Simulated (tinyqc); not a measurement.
# Transistor under a ferroelectric capacitor (negative capacitance), static model: effects of single changes

A ferroelectric film of thickness tf lies between the gate and an inner metal at potential v, which drives an ordinary transistor. One domain, P = Q (background permittivity neglected): Vg = v + tf (2 al Q + 4 be Q^3), al = -3 sqrt(3) Ec/(4 Pr), be = 3 sqrt(3) Ec/(8 Pr^3). Gate charge Q(v) = Qi + Cp v with the channel charge Qi = Cox n Vt ln(1 + exp((v - VT)/(n Vt))). Q in uC/cm^2, E in kV/cm; 1 nm times 1 kV/cm is 1e-4 V. Domains, leakage and the switching time are left out.

Inputs (values chosen for the exercise); Pr and Ec close to those of hafnium oxide based films:
```
symbol,value,unit,meaning
T,325,K,temperature
Pr,8,uC/cm^2,remanent polarisation
Ec,800,kV/cm,coercive field
Cox,2.5,uF/cm^2,capacitance of the inner oxide
Cp,0.35,uF/cm^2,overlap capacitance per gate area
VT,0.31,V,threshold of the inner transistor
n,1.14,,subthreshold factor of the inner transistor
Vg,0.41,V,gate voltage
```

Constants: q = 1.602176634e-19 C, kB = 1.380649e-23 J/K, Vt = kB T/q. Results are converted to the units shown.

Each table varies one quantity; the others keep the values above.

## Effect of the remanent polarisation

C = dQ/dv = Cox/(1 + exp(-(v - VT)/(n Vt))) + Cp; dVg/dv = 1 + C tf (2 al + 12 be Q^2); gain = dv/dVg. The largest gain is taken over -0.3 V < v < 2.5 V, tc is the thickness at which dVg/dv first touches zero, the swing is n Vt ln 10 (1 + 2 al tf Cp), v solves Vg(v) = Vg, and the last column compares Qi(v) with Qi(Vg) of the transistor without the film.

In this table tf = 4.6 nm.

Effect of the remanent polarisation:
```
Pr (uC/cm^2)  tc (nm)  largest gain  swing (mV/decade)  v at Vg (V)  Qi with/without film
5               8.806         2.094              68.60       0.5655                 2.521
6.3             10.96         1.723              69.61       0.5131                 2.004
7.8             13.46         1.519              70.36       0.4835                 1.713
9.8             16.80         1.377              71.00       0.4630                 1.512
12              20.48         1.290              71.47       0.4506                 1.391
15              25.52         1.220              71.88       0.4407                 1.295
19              32.25         1.166              72.22       0.4332                 1.222
24              40.67         1.128              72.49       0.4278                 1.170
```

What does the table show?

As Pr goes from 5 to 24 uC/cm^2, the largest gain falls from 2.09 to 1.13, the swing rises from 68.6 to 72.5 mV a decade and tc rises from 8.81 to 40.7 nm.

## Effect of the overlap capacitance per gate area

Same model as above.

In this table tf = 4.6 nm.

Effect of the overlap capacitance per gate area:
```
Cp (uF/cm^2)  tc (nm)  largest gain  swing (mV/decade)  v at Vg (V)  Qi with/without film
0.1             15.03         1.441              72.64       0.4604                 1.486
0.3             14.02         1.488              70.88       0.4766                 1.645
0.5             13.15         1.538              69.12       0.4938                 1.814
0.7             12.40         1.590              67.37       0.5120                 1.993
0.9             11.74         1.644              65.61       0.5312                 2.182
1.1             11.16         1.701              63.85       0.5512                 2.380
1.3             10.64         1.761              62.09       0.5721                 2.586
1.5             10.19         1.823              60.34       0.5934                 2.796
```

What does the comparison show?

As Cp goes from 0.1 to 1.5 uF/cm^2, the largest gain rises from 1.44 to 1.82, the swing falls from 72.6 to 60.3 mV a decade and tc falls from 15.0 to 10.2 nm.

Program tinyqc, `OMP_NUM_THREADS=1 python tinyqc.py 2860033 2860034 out.jsonl`; Intel Xeon 2.30GHz, shared host, one thread, about 0.02 s.
